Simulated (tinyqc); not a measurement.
What each parameter does: shallow donor in an anisotropic valley (effective-mass theory).

One valley: H = -c [(d2/dx2 + d2/dy2)/mt + (d2/dz2)/ml] - q/(eps r), c = hbar^2/2m0, q = e^2/(4 pi eps0). Trial function exp(-sqrt((x^2 + y^2)/a^2 + z^2/b^2)) with a > b: T = (c/3)(2/(mt a^2) + 1/(ml b^2)), V = -(q/eps) atan(u/b)/u, u = sqrt(a^2 - b^2). The central cell of the impurity is left out.

Constants: hbar^2/2m0 = 3.80998211 eV angstrom^2; e^2/(4 pi eps0) = 14.39964547 eV angstrom.

Values chosen for the exercise (out of a larger set: near those of GaP; not measured data):
- ml = 2.03 m0 (longitudinal mass)
- mt = 0.245 m0 (transverse mass)
- eps = 11.1 (dielectric constant)

The minimum of the trial energy.

Results for these values:
```
case  E (meV)  a (angstrom)  b (angstrom)    b/a
base   -47.86         16.57          7.88  0.476
```

What happens to each result for mt = 0.221 m0, all else kept?

Answer: E rises from -47.86 to -44.10; a rises from 16.57 to 18.11; b rises from 7.88 to 8.31; b/a falls from 0.476 to 0.459.

The same for each parameter in turn:
```
case           E (meV)  a (angstrom)  b (angstrom)    b/a
base            -47.86         16.57          7.88  0.476
ml = 1.624 m0   -45.60         17.10          8.79  0.514
mt = 0.221 m0   -44.10         18.11          8.31  0.459
eps = 10        -58.96         14.92          7.10  0.476
```

eps only rescales the solution (E as 1/eps^2, lengths as eps), so b/a depends on ml/mt alone.

Run: tinyqc, `OMP_NUM_THREADS=1 python tinyqc.py 1281686 1281687 out.jsonl`; Intel(R) Xeon(R) Processor @ 2.30GHz, one thread, shared host; about 0.01 s of CPU time with all checks.
